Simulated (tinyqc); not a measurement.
Inside a calculation. Method: Hubbard chain of 4 sites. Computed by tinyqc, a small Python program that keeps every step. Settings: hopping = 1.7, U = 11.9, mixing = 1, iteration cap = 84. Command: `OMP_NUM_THREADS=1 python tinyqc.py 22762 22763 out.jsonl` (the two numbers bound the seeds that draw the settings). One thread of a shared host (Intel(R) Xeon(R) Processor @ 2.60GHz), about 0.2 s of CPU time with the checks. Later iterations appear only in the table of the cycle.

## Mean-field iteration 1

one-body matrix (hopping and site energies) (eV), order 1, 2, 3, 4:
```
[[0.5600, -1.7000, 0.0000, 0.0000],
 [-1.7000, -0.6300, -1.7000, 0.0000],
 [0.0000, -1.7000, 0.8400, -1.7000],
 [0.0000, 0.0000, -1.7000, 0.6700]]
```

U = 11.9000 eV

electrons, up and down: [2, 2]

mixing = 1

n(up) at the start (a guess, not normalised): [0.9500, 0.0500, 0.9500, 0.0500]

n(down) at the start (a guess): [0.0500, 0.9500, 0.0500, 0.9500]

H(up) = T + U n(down), H(down) = T + U n(up); fill the lowest levels; n(new) = n + mixing (n(out) - n); E = tr T (rho up + rho down) + U sum n_up n_down of the output.

levels, up (eV): [0.5944, 1.1614, 11.1793, 12.3049]

levels, down (eV): [-0.5294, 1.0467, 12.0148, 12.7078]

energy = -0.0055 eV

n(up) after iteration 1: [0.9731, 0.0533, 0.9512, 0.0224]

n(down) after iteration 1: [0.0183, 0.9653, 0.0380, 0.9784]

## Mean-field iteration 2

As before.

levels, up (eV): [0.3331, 0.9358, 11.3514, 12.6197]

levels, down (eV): [-0.4965, 0.7357, 12.2401, 12.7607]

energy = -0.0072 eV

n(up) after iteration 2: [0.9756, 0.0494, 0.9543, 0.0207]

n(down) after iteration 2: [0.0176, 0.9658, 0.0369, 0.9796]

## Mean-field iteration 3

As before.

levels, up (eV): [0.3247, 0.9248, 11.3576, 12.6329]

levels, down (eV): [-0.5386, 0.7152, 12.2714, 12.7920]

energy = -0.0072 eV

n(up) after iteration 3: [0.9757, 0.0492, 0.9544, 0.0206]

n(down) after iteration 3: [0.0174, 0.9662, 0.0365, 0.9798]

## Convergence

Each step fills the lowest levels of T + U n(other spin) and sets n(new) = n + mixing (n(out) - n); stop when output and input agree to 1e-8.

Course of the cycle:
```
iteration     E (eV)  largest |n(out) - n(in)|  mean |n_up - n_down|
1          -0.005451                  3.17e-02                0.9340
2          -0.007216                  3.87e-03                0.9377
3          -0.007241                  3.88e-04                0.9381
4          -0.007241                  6.69e-05                0.9381
5          -0.007241                  6.46e-06                0.9381
6          -0.007241                  1.10e-06                0.9381
7          -0.007241                  1.09e-07                0.9381
8          -0.007241                  1.82e-08                0.9381
9          -0.007241                  1.83e-09                0.9381
```

local moments n_up - n_down: [0.9583, -0.9171, 0.9180, -0.9592]

Converged in 9 iterations. Before convergence this energy mixes input and output and is not variational, so it may rise towards its limit.

## Exact diagonalisation (36 states)

Lowest levels of the sector, and the double occupancy of the lowest state.

lowest levels (eV): [-0.7079, -0.1152, 0.5180, 0.8292, 1.1586, 1.4400]

double occupancy per site = 0.0395

The mean-field solution above lies 0.7006 eV above the exact energy.

## The lowest level by Lanczos steps

From a random start vector (not printed): a_j = <q_j|H|q_j>, b_j = norm of the remainder after orthogonalising; the Ritz value is the lowest eigenvalue of the tridiagonal matrix of a and b so far.

Lanczos:
```
j   a_j (eV)  b_j (eV)  lowest Ritz value (eV)
1     9.1158    8.1248                9.115770
2    11.2393    9.1386                1.983631
3    16.8153    4.1161               -0.474392
4    18.2348    7.7695               -0.605815
5    15.7697    7.8783               -0.639095
6     7.9524    4.5819               -0.678888
7    13.3067    4.6490               -0.702398
8    18.5250    6.7220               -0.705772
9    14.4097    8.1493               -0.706501
10    9.3698    5.7586               -0.707321
```
